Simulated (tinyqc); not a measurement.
Undoped symmetric double-gate MOSFET, analytic potential model: course of the iteration: beta at the source by Newton steps.

An undoped body of thickness ts between two equal insulators and tied gates; long channel, electrons only, n = ni exp((psi - V)/Vt) with V the quasi-Fermi potential (0 at the source, Vd at the drain), constant mobility, no quantisation. Across the body psi(x) = V - 2 Vt ln[(ts/(2 beta)) sqrt(q ni/(2 eps0 eps_r Vt)) cos(2 beta x/ts)], x from the centre. Q is the electron charge per area of the whole body.

With V = 0: f = ln(beta) - ln(cos beta) + 2 r beta tan(beta) - (Vg - V0)/(2 Vt); f' = 1/beta + tan(beta) + 2 r [tan(beta) + beta/cos^2(beta)]; beta(new) = beta - f/f'.

Stop when beta changes by less than 1e-11, or after 40 iterations. beta must stay between 0 and pi/2.

Inputs (values chosen for the exercise): temperature T = 300 K; gate voltage Vg = 0.83 V.

Constants: q = 1.602176634e-19 C, kB = 1.380649e-23 J/K, Vt = kB T/q. Results are converted to the units shown.

beta at the start = 0.8
r = 1.34722
V0 = 0.932456 V

Course of the iteration:
```
iteration	beta	|change|
1	0.342981	0.457
2	0.0963358	0.247
3	0.126211	0.0299
4	0.130455	4.24e-3
5	0.130514	5.80e-5
6	0.130514	1.03e-8
7	0.130514	< 1e-13
```

Did this iteration meet its convergence test, and what does its course show?

Yes. Converged in 7 iterations. At the end the number of correct digits about doubles with each step.

Range of the model: In a body this thin, quantum confinement raises the threshold; it is left out.

tinyqc, about 0.01 s, one thread, Intel Xeon 2.30GHz (shared host): `OMP_NUM_THREADS=1 python tinyqc.py 2440019 2440020 out.jsonl`
